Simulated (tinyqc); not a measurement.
Depth of the trap: trap in a gate oxide as a short-range spherical well.

Energies from the conduction edge of the channel. The trap level at depth x is E_T = dEc - Et - e Fox x (1 MV/cm = 0.01 eV/angstrom). An electron at the channel edge tunnels with the WKB exponent S = (4/3) sqrt(m/c) [dEc^(3/2) - (dEc - e Fox x)^(3/2)]/(e Fox), c = hbar^2/2m0; tau = t0 exp(S); the occupation is f = 1/(1 + exp((E_T - EF)/kB T)), tau_c = tau/f and tau_e = tau/(1 - f). Lattice relaxation is left out; a level below the channel edge needs phonons as well, so tau is then a lower bound, while a level above it can also empty elastically at its own energy, through a thinner barrier, faster than this tau.

Constants: hbar^2/2m0 = 3.80998211 eV angstrom^2; kB = 8.617333262e-05 eV/K.

Inputs chosen for the exercise (near those of Al2O3 on GaAs; not measured data):
- dEc = 1.83 eV (conduction offset to the channel)
- m = 0.288 m0 (mass)
- Fox = 2.1 MV/cm (oxide field, lowering levels away from the channel)
- t0 = 0.37 x 1e-11 s (time constant at the interface)
- T = 200 K (temperature)
- EF = -0.08 eV (Fermi level above the channel edge)
- ds = (3, 6, 9, 12, 15, 18) angstrom (depths)

Et = 1.27983 eV

Each depth has its own level and time; the corner frequency is 1/(2 pi tau).

Results:

| x (angstrom) | E_T (eV) | S | tau (s) | corner (Hz) | f |
|---|---|---|---|---|---|
| 3 | 0.487 | 2.21 | 3.4e-11 | 4.7e+09 | 0.000 |
| 6 | 0.424 | 4.39 | 3.0e-10 | 5.4e+08 | 0.000 |
| 9 | 0.361 | 6.52 | 2.5e-09 | 6.3e+07 | 0.000 |
| 12 | 0.298 | 8.61 | 2.0e-08 | 7.8e+06 | 0.000 |
| 15 | 0.235 | 10.66 | 1.6e-07 | 1.0e+06 | 0.000 |
| 18 | 0.172 | 12.67 | 1.2e-06 | 1.3e+05 | 0.000 |

tau spans 4.5 decades, one decade for each 3.18 angstrom at the start and 3.44 at the end, where the field has thinned the barrier. Traps spread evenly in depth are thus spread nearly evenly in ln tau; if levels near EF exist at every depth, this sums to 1/f noise and to charging that grows as ln t. With the single Et of this table only depths where f is neither 0 nor 1 contribute. The level stays above EF at all these depths.

Computed by tinyqc, a small Python program: `OMP_NUM_THREADS=1 python tinyqc.py 1280072 1280073 out.jsonl` (the numbers bound the seed that draws the inputs); one thread of a shared host (Intel(R) Xeon(R) Processor @ 2.30GHz), about 0.01 s for the whole set of steps.
